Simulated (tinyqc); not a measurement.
From results back to parameters: conductance of a narrow metal strip with scatterers (square lattice, Green functions). Two cases, with inputs chosen for the exercise.

Problem. Boundaries with reflection R, a distance dg apart, add incoherently to the scattering in a one-dimensional channel: rho/rho0 = 1 + (lam/dg) R/(1 - R). The ratio comes from a hidden R.

Case 1.

Values chosen (out of a larger set: hopping and spacing of the size met in Cu or Al; the lattice is a model; not measured data): lam = 38 nm (bulk mean free path); dg = 28 nm (distance between boundaries).

rho/rho0 = 2.06633

Case 2.

Values chosen (out of a larger set: hopping and spacing of the size met in Cu or Al; the lattice is a model; not measured data): lam = 44 nm (bulk mean free path); dg = 19 nm (distance between boundaries).

rho/rho0 = 1.50834

Find: R; effective mean free path lam rho0/rho.

Solution. y = (rho/rho0 - 1) dg/lam = R/(1 - R), so R = y/(1 + y).

Case 1.

R = 0.440
effective mean free path lam rho0/rho = 18.39 nm

Case 2.

R = 0.180
effective mean free path lam rho0/rho = 29.17 nm

Computed by tinyqc, one run a case: `OMP_NUM_THREADS=1 python tinyqc.py N N+1 out.jsonl` with N = 1482711, 1482714; one thread of a shared Intel(R) Xeon(R) Processor @ 2.30GHz, about 0.01 s a run at most.
